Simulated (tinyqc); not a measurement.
Magnetoresistance against angle.

Conductance G = G0 (1 + P1 P2 cos(phi)) at low bias, phi the angle between the magnetisations, normalised to Rp = RA/area at phi = 0.

Inputs (values chosen for the exercise): diameter Dm = 41 nm; spin polarisation of the reference layer P1 = 0.69; spin polarisation of the free layer P2 = 0.59; resistance-area product, parallel state RA = 4.4 ohm um^2.

Magnetoresistance against angle:
```
phi (degree),R (kohm),R/Rp - 1 (%),share of the full TMR (%)
0,3.333,0,0
20,3.392,1.776,1.293
45,3.641,9.259,6.742
70,4.116,23.51,17.12
90,4.689,40.71,29.64
110,5.448,63.47,46.22
135,6.585,97.59,71.06
160,7.595,127.9,93.13
180,7.909,137.3,100.0
```

R rises from 3.33 to 7.91 kohm, TMR0 = 137 %. It is the conductance that follows cos(phi), so at 90 degrees R has covered only (1 - P1 P2)/2 = 29.6 % of its range.

Program tinyqc, `OMP_NUM_THREADS=1 python tinyqc.py 2450020 2450021 out.jsonl`; Intel Xeon 2.30GHz, shared host, one thread, about 0.01 s.
